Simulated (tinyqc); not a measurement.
# Five-frequency model of solute diffusion by vacancies in an fcc metal, step by step

A worked calculation. Computed by tinyqc, a small Python program that keeps every step. Command: `OMP_NUM_THREADS=1 python tinyqc.py 3016345 3016346 out.jsonl fivefreq walk`. One thread of a shared host (Intel(R) Xeon(R) Processor @ 2.30GHz), about 0.05 s of CPU time with the checks. Intermediate numbers are printed to about 6 digits and carried at full precision; extremes and crossings named in words are read from the listed rows.

A vacancy next to the solute exchanges with it (w2), jumps to one of 4 sites that also neighbour the solute (w1) or to one of 7 that do not (w3); w4 is the reverse of w3 and w0 the host jump.

Inputs (values chosen for the exercise, for a model solute in a host close to aluminium):
```
quantity                                      value      unit
barrier E0 (host jump)                        0.589        eV
barrier E1 (vacancy circles the solute)       0.589        eV
barrier E2 (exchange)                         0.762        eV
barrier E3 (dissociation)                     0.701        eV
binding energy E_b (positive for attraction)   0.14        eV
vacancy formation energy E_f                  0.696        eV
formation entropy S_f                             3       k_B
attempt frequency nu                            4.3       THz
lattice constant a                             4.05  angstrom
temperature T                                   492         K
```

Constants: k_B = 8.617333262e-05 eV/K.

## Jump rates

w_i = nu exp(-E_i/(k_B T)); detailed balance gives E4 = E3 - E_b.

rates (1/s): w0 3.98176e+06, w1 3.98176e+06, w2 67291.2, w3 283667, w4 7.70712e+06

## Correlation factor

Manning: with y = w4/w0, 7F = 7 - (10 y^4 + 180.5 y^3 + 927 y^2 + 1341 y)/(2 y^4 + 40.2 y^3 + 254 y^2 + 597 y + 436); f2 = (2 w1 + 7F w3)/(2 w2 + 2 w1 + 7F w3). The mean cosine between successive solute jumps follows from f2 = (1 + c)/(1 - c).

y = w4/w0 = 1.93560

7F = 4.37387

correlation factor f2 = 0.985589

mean cosine c = -0.00725782

The vacancy moves on by other jumps before it exchanges again, so solute jumps are nearly random.

## Diffusivities

c_v = exp(S_f - E_f/(k_B T)); host D0 = a^2 c_v w0 x 0.7815; solute D2 = a^2 c_v exp(E_b/(k_B T)) w2 f2; 1 angstrom^2 = 1e-16 cm^2.

vacancy fraction c_v = 1.49087e-06

host diffusivity D0 = 7.60949e-15 cm^2/s

solute diffusivity D2 = 4.40645e-15 cm^2/s

ratio D2/D0 = 0.579072

The ratio splits into binding 27.2, exchange rate 0.0169 and correlation 1.26.

## Solute against host over temperature

The formulas are those given above.

Diffusion:
```
T (K)        f2  D0 (cm^2/s)  D2 (cm^2/s)     D2/D0
320    0.998180  6.40224e-22  2.47107e-22  0.385969
369    0.995928  3.11705e-19  1.40712e-19  0.451427
418    0.992558  3.55707e-17  1.80735e-17  0.508101
492    0.985589  7.60949e-15  4.40645e-15  0.579072
566    0.977025  4.00213e-13  2.54349e-13  0.635533
640    0.967655  8.41902e-12  5.73046e-12  0.680656
713    0.958223  9.14704e-11  6.55482e-11  0.716605
```

The apparent activation energy of D2 is 1.318 eV between the coldest rows and 1.313 eV between the hottest; without correlation it would be E_f - E_b + E2 = 1.318 eV, and the host has 1.285 eV. f2 is not small, so the exchange barrier governs.

Checks made by the program: Manning formula against a solved vacancy walk within 5 nearest-neighbour distances (relative difference 2e-05).
